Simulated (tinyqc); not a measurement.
Electron continuity equation in a given potential, Scharfetter-Gummel discretisation: three discretisations compared.

Steady state in one dimension: J = q mu n E + q D dn/dx with E = -dpsi/dx and D = mu Vt, dJ/dx = 0, fixed densities nL and nR at the ends. The potential is given, psi = U x/L, and is not changed by the electrons.

11 equal intervals. Fluxes J_i = (q D/h)(n_(i+1) P_i - n_i Q_i), d_i = (psi_(i+1) - psi_i)/Vt: Scharfetter-Gummel P = B(d), Q = B(-d), B(d) = d/(exp(d) - 1); central P = 1 - d/2, Q = 1 + d/2; upwind P = 1 + max(-d, 0), Q = 1 + max(d, 0). Balance at each inner node: J_i - J_(i-1) = 0. The reference is Scharfetter-Gummel on 2200 intervals.

Inputs (values chosen for the exercise); mobility that of a made-up semiconductor: temperature T = 350 K; electron mobility mu = 1690 cm^2/(V s); length of the region L = 0.13 um; density at x = 0 nL = 5.1e14 cm^-3; density at x = L nR = 1.4e14 cm^-3; potential difference psi(L) - psi(0) U = 0.47 V.

Constants: q = 1.602176634e-19 C, kB = 1.380649e-23 J/K, Vt = kB T/q. Results are converted to the units shown.

Densities (cm^-3):
```
node,Scharfetter-Gummel,central,upwind,reference
0,5.100e14,5.100e14,5.100e14,5.100e14
1,5.100e14,5.100e14,5.100e14,5.100e14
2,5.100e14,5.100e14,5.099e14,5.100e14
3,5.100e14,5.100e14,5.097e14,5.100e14
4,5.100e14,5.100e14,5.093e14,5.100e14
5,5.099e14,5.100e14,5.082e14,5.099e14
6,5.097e14,5.099e14,5.055e14,5.097e14
7,5.087e14,5.097e14,4.992e14,5.087e14
8,5.047e14,5.082e14,4.838e14,5.047e14
9,4.882e14,4.992e14,4.467e14,4.882e14
10,4.203e14,4.468e14,3.569e14,4.203e14
11,1.400e14,1.400e14,1.400e14,1.400e14
```

Largest errors as a share of the largest reference density listed: Scharfetter-Gummel under 1e-7 %, central 5.2 %, upwind 12 %. The largest |d| is 1.42. Upwinding stays positive but acts as if D were larger by the factor 1 + |d|/2, up to 1.71 here.

Range of the model: The drift velocity mu E exceeds 1e7 cm/s somewhere, where real mobilities no longer stay constant.

Numbers from tinyqc (`OMP_NUM_THREADS=1 python tinyqc.py 2220133 2220134 out.jsonl`; about 0.01 s on one thread of a shared Intel Xeon 2.30GHz).
